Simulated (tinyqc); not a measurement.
Thermal resistances of a two-die stack.

Problem. Heat leaves through the lower die only, and the system is linear. Find the resistance R1 from the lower die to the coolant, R2 between the dies, and the rise of the upper die when both are powered.

Inputs (values chosen for the exercise): power of the lower die P1 = 33 W; power of the upper die P2 = 14 W.

rises of the lower and upper die with only the lower one powered (K): 12.87  12.87
rises of the lower and upper die with only the upper one powered (K): 5.46  8.12

Solution. With only the lower die powered no heat crosses R2, so both dies rise by P1 R1; the difference in the second test is P2 R2; rises add.

R1 = 0.3900 K/W
R2 = 0.1900 K/W
rise of the upper die = 20.99 K

Program tinyqc, `OMP_NUM_THREADS=1 python tinyqc.py 2162168 2162169 out.jsonl`; Intel Xeon 2.30GHz, shared host, one thread, about 0.03 s.
